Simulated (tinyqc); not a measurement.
What moves the results: band gaps under pressure and temperature from deformation potentials. A value that a table varies takes the place of the one given here.

Murnaghan: V/V0 = (1 + Bp P/B0)^(-1/Bp), B0 = (C11 + 2 C12)/3. Each gap moves by a ln(V/V0) with its volume potential a, and falls with temperature by aV T^2/(T + bV) (Varshni); the two effects are added. No change of phase is considered.

Constants: hc = 1239.841984 eV nm.

Parameters, chosen for this exercise (near those of AlAs, the X and L potentials typical of such crystals; the results hold for these values, not for the real material): Eg = 3.104 eV (gap at Gamma to the s-like level at 0 K, 0 GPa); EgX = 2.214 eV (gap to X at 0 K, 0 GPa); EgL = 2.499 eV (gap to L at 0 K, 0 GPa); C11 = 123.4 GPa; C12 = 54.2 GPa; Bp = 3.98 (pressure derivative of the bulk modulus); aG = -8.14 eV (volume potential of the Gamma gap); aX = 1.17 eV (volume potential of the X gap); aL = -4.39 eV (volume potential of the L gap); aV = (0.852, 0.725, 0.589) meV/K (Varshni alpha of Gamma, X, L); bV = (555, 561, 192) K (Varshni beta of Gamma, X, L); T = 300 K (temperature); P = 4.6 GPa (pressure).

## Gaps against pressure

The last column is the linear form E0 + c1 P for Gamma, c1 = -aG/B0.

Gaps (eV):
```
P (GPa),ln(V/V0),Gamma,X,L,lowest,"Gamma, linear"
0.00,0.0000,3.014,2.138,2.391,X,3.014
1.25,-0.0157,3.142,2.120,2.460,X,3.146
2.50,-0.0304,3.262,2.103,2.525,X,3.278
3.75,-0.0444,3.376,2.086,2.586,X,3.409
5.00,-0.0576,3.483,2.071,2.644,X,3.541
6.25,-0.0701,3.585,2.056,2.699,X,3.673
7.50,-0.0821,3.682,2.042,2.752,X,3.804
8.75,-0.0935,3.775,2.029,2.802,X,3.936
10.00,-0.1044,3.864,2.016,2.850,X,4.068
```

Over 10 GPa Gamma moves by +0.850, L by +0.458 and X by -0.122 eV. X stays lowest. The linear form overshoots by 204 meV at the end, because the crystal stiffens; the gap is linear in ln V, not in P.

## Gaps against temperature

At the pressure P; wavelength hc/E of the lowest gap.

Gaps (eV):
```
T (K),Gamma,X,L,lowest,wavelength (nm)
0,3.5389,2.1515,2.7336,X,576.3
50,3.5354,2.1485,2.7275,X,577.1
100,3.5259,2.1405,2.7134,X,579.2
200,3.4938,2.1134,2.6734,X,586.7
300,3.4492,2.0757,2.6258,X,597.3
400,3.3962,2.0308,2.5744,X,610.5
500,3.3370,1.9807,2.5208,X,626.0
600,3.2733,1.9267,2.4658,X,643.5
```

From 0 to 100 K the Gamma gap falls by 13.0 meV, from 500 to 600 K by 63.7 meV: quadratic below bV, linear with a slope tending to aV = 0.852 meV/K above. X stays lowest. A pressure of 0.85 GPa, with the slope -aG/B0 at zero pressure, would undo the fall of the Gamma gap from 0 to 300 K.

## What each parameter does

Gaps at P and T. Each row changes one parameter from the base and keeps the others.

Results:
```
case,Gamma (eV),X (eV),L (eV)
base,3.4492,2.0757,2.6258
T = 350 K,3.4236,2.0540,2.6004
C11 = 111.06 GPa,3.4711,2.0726,2.6376
C12 = 48.78 GPa,3.4684,2.0730,2.6361
Bp = 3.582,3.4536,2.0751,2.6282
aG = -7.326 eV,3.4057,2.0757,2.6258
aX = 1.053 eV,3.4492,2.0820,2.6258
aL = -4.829 eV,3.4492,2.0757,2.6493
P = 5.06 GPa,3.4880,2.0701,2.6467
```

The largest shifts from the base row, up to three for each result and ties (the steps differ in size, so this ranks the rows, not the parameters). Gamma (eV): aG -0.0435, P +0.0388, T -0.0256; unchanged at the printed digits by aX and aL. X (eV): T -0.0217, aX +0.0063, P -0.0056; unchanged at the printed digits by aG and aL. L (eV): T -0.0254, aL +0.0235, P +0.0209; unchanged at the printed digits by aG and aX.

Computed by tinyqc, a small Python program: `OMP_NUM_THREADS=1 python tinyqc.py 1081314 1081315 out.jsonl` (the numbers bound the seed that draws the inputs); one thread of a shared host (Intel(R) Xeon(R) Processor @ 2.30GHz), about 0.01 s for the whole set of steps.
